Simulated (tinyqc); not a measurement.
Interface roughness in a thin film (subband fluctuation and scattering): one step. The angular integrand. Four cases, with inputs chosen for the exercise.

Question. kF, qs, and exp(-q^2 Lc^2/4)(1 - cos theta) without and with the factor 1/eps^2 at theta = 30, 60, ..., 180 degrees.

Gaussian roughness spectrum S(q) = pi D^2 Lc^2 exp(-q^2 Lc^2/4). Degenerate gas, taken to fill one subband (the second starts to fill once c kF^2/md exceeds E2 - E1, which is not tested here): kF = sqrt(2 pi Ns/gv), q = 2 kF sin(theta/2), 1/tau = (md/(2 pi c hbar)) G^2 times the integral from 0 to pi of S(q)(1 - cos theta)/eps(q)^2 dtheta, eps(q) = 1 + qs/q with screening (qs = gv md q0/(c eps), q0 = e^2/(4 pi eps0), form factors left out, which overstates the screening; other scattering is left out too, so these values lie far above measured mobilities in all but the thinnest films) or 1 without; mobility = tau c2/md with c2 = e/m0 = 1.75882e15 cm^2/(V s^2); 1e12/cm^2 = 1e-4/angstrom^2.

Constants: hbar^2/2m0 = 3.80998211 eV angstrom^2; e^2/(4 pi eps0) = 14.39964547 eV angstrom.

Case 1.

Values chosen (near those of a thin Ge channel on (111), one valley; not measured data): md = 0.08 m0 (mass in the plane); gv = 1 (valleys); Lc = 48 angstrom (correlation length); Ns = 2 x 1e12/cm^2 (sheet density); eps = 12.1 (mean dielectric constant at the channel).

Case 2.

Values chosen (near those of a thin InGaAs channel; not measured data): md = 0.044 m0 (mass in the plane); gv = 1 (valleys); Lc = 54 angstrom (correlation length); Ns = 0.51 x 1e12/cm^2 (sheet density); eps = 10.8 (mean dielectric constant at the channel).

Case 3.

Values chosen (near those of a thin GaN channel; not measured data): md = 0.202 m0 (mass in the plane); gv = 1 (valleys); Lc = 20 angstrom (correlation length); Ns = 2.7 x 1e12/cm^2 (sheet density); eps = 9.9 (mean dielectric constant at the channel).

Case 4.

Values chosen (near those of a thin GaN channel; not measured data): md = 0.194 m0 (mass in the plane); gv = 1 (valleys); Lc = 34 angstrom (correlation length); Ns = 5.5 x 1e12/cm^2 (sheet density); eps = 9.7 (mean dielectric constant at the channel).

Give: kF; qs; Integrand.

Answer.

Case 1.

kF = 0.03545 1/angstrom
qs = 0.0250 1/angstrom

Integrand:
```
theta  q (1/angstrom)   bare  eps(q)  screened
30             0.0183  0.110    2.36    0.0198
60             0.0354  0.242    1.70    0.0834
90             0.0501  0.235    1.50     0.105
120            0.0614  0.171    1.41    0.0864
150            0.0685  0.125    1.36    0.0672
180            0.0709  0.111    1.35    0.0604
```

kF Lc = 1.70: the spectrum cuts off large angles, and the bare integrand is largest at 60 degrees among these rows.

Case 2.

kF = 0.01790 1/angstrom
qs = 0.0154 1/angstrom

Integrand:
```
theta  q (1/angstrom)   bare  eps(q)  screened
30             0.0093  0.126    2.66    0.0178
60             0.0179  0.396    1.86     0.114
90             0.0253  0.627    1.61     0.242
120            0.0310  0.744    1.50     0.332
150            0.0346  0.780    1.45     0.374
180            0.0358  0.786    1.43     0.384
```

kF Lc = 0.97: the roughness is short-ranged for these electrons, and back-scattering dominates.

Case 3.

kF = 0.04119 1/angstrom
qs = 0.0771 1/angstrom

Integrand:
```
theta  q (1/angstrom)   bare  eps(q)  screened
30             0.0213  0.128    4.62   0.00601
60             0.0412  0.422    2.87    0.0511
90             0.0582  0.712    2.32     0.132
120            0.0713  0.902    2.08     0.208
150            0.0796  0.991    1.97     0.255
180            0.0824   1.01    1.94     0.271
```

kF Lc = 0.82: the roughness is short-ranged for these electrons, and back-scattering dominates.

Case 4.

kF = 0.05879 1/angstrom
qs = 0.0756 1/angstrom

Integrand:
```
theta  q (1/angstrom)    bare  eps(q)  screened
30             0.0304   0.103    3.48   0.00845
60             0.0588   0.184    2.29    0.0352
90             0.0831   0.136    1.91    0.0372
120            0.1018  0.0750    1.74    0.0247
150            0.1136  0.0449    1.67    0.0162
180            0.1176  0.0368    1.64    0.0136
```

kF Lc = 2.00: the spectrum cuts off large angles, and the bare integrand is largest at 60 degrees among these rows.

Computed by tinyqc, one run a case: `OMP_NUM_THREADS=1 python tinyqc.py N N+1 out.jsonl` with N = 1252547, 1252562, 1252740, 1252754; one thread of a shared Intel(R) Xeon(R) Processor @ 2.30GHz, about 0.01 s a run at most.
